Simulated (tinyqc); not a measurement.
Read current of a NAND string, cells in series solved by shooting: one step of the calculation.

Cells in series, numbered from 0 at the source line (0 V) to the bit line, each followed by a gap resistance Rg. A cell with gate Vg, threshold VT, source Vs and drain Vd passes I = 2 nf K Vt^2 [F(Vs) - F(Vd)]/(1 + th max(Vg - VT, 0)), F(V) = ln^2(1 + exp((Vg - VT - nf V)/(2 nf Vt))). The selected cell has Vg = Vr, the others Vg = Vp.

Question. Node voltages for a trial current. For a trial current I start at 0 V and, cell by cell (the selected one is cell 2), solve for the drain: sqrt(F(Vd)) = sqrt(F(Vs) - I/k), k = 2 nf K Vt^2/(1 + th max(Vg - VT, 0)), Vd = [Vg - VT - 2 nf Vt ln(exp(sqrt F) - 1)]/nf, then add I Rg.

Parameters, values chosen for the exercise; values of the order met in vertical NAND strings: temperature T = 300 K; gain factor of a cell K = 4.9 uA/V^2; slope factor nf = 1.7; mobility reduction factor th = 0.14 1/V; resistance of the gap between cells Rg = 9.2 kohm; bit-line voltage Vbl = 0.3 V; pass voltage Vp = 5.8 V; read voltage on the selected word line Vr = 3.94 V.

Constants: q = 1.602176634e-19 C, kB = 1.380649e-23 J/K, Vt = kB T/q. Results are converted to the units shown.

first trial current = 0.3 uA
thresholds from the source end, cell 0 to 3 (V): 3.9  3.9  2.5  -2.4

Give: node voltage after each cell and gap, trial 1.

Answer.

node voltage after each cell and gap, trial 1, cell 0 to 3 (V): 0.04433  0.09044  0.1527  0.1721

Numbers from tinyqc (`OMP_NUM_THREADS=1 python tinyqc.py 2142119 2142120 out.jsonl`; about 0.5 s on one thread of a shared Intel Xeon 2.30GHz).
